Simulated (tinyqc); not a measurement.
A particle near a wafer in liquid: double-layer and van der Waals forces (DLVO), deposition barrier and removal: one step, computed by the program tinyqc.

Sphere and flat wall, Derjaguin approximation, constant potentials in the linear-superposition form, no retardation and no hydration force.

Problem. Removing an attached particle. Adhesion F_a = A R/(6 h0^2) [1 + a^2/(R h0)] - kappa Z R exp(-kappa h0), a the contact radius. Drag in a shear flow F_d = 1.7 x 6 pi mu R^2 G, acting at 1.4 R; rolling starts when 1.4 R F_d = a F_a. Wall shear stress = mu G.

Inputs (values chosen for the exercise, of the order of those for ceria on silica in water):
```
quantity                 value   unit
particle radius R           13     nm
Hamaker constant A     1.5e-20      J
temperature T              293      K
contact distance h0        0.4     nm
contact radius over R    0.061      -
viscosity                 0.59  mPa s
```

kappa = 0.4277483 1/nm

Z = 9.574551 pN

Give: van der Waals adhesion; net adhesion F_a; wall shear stress for rolling; shear rate G.

Solution.

van der Waals adhesion = 227.7 pN

net adhesion F_a = 182.8 pN

wall shear stress for rolling = 1471 Pa

shear rate G = 2.493e+06 1/s
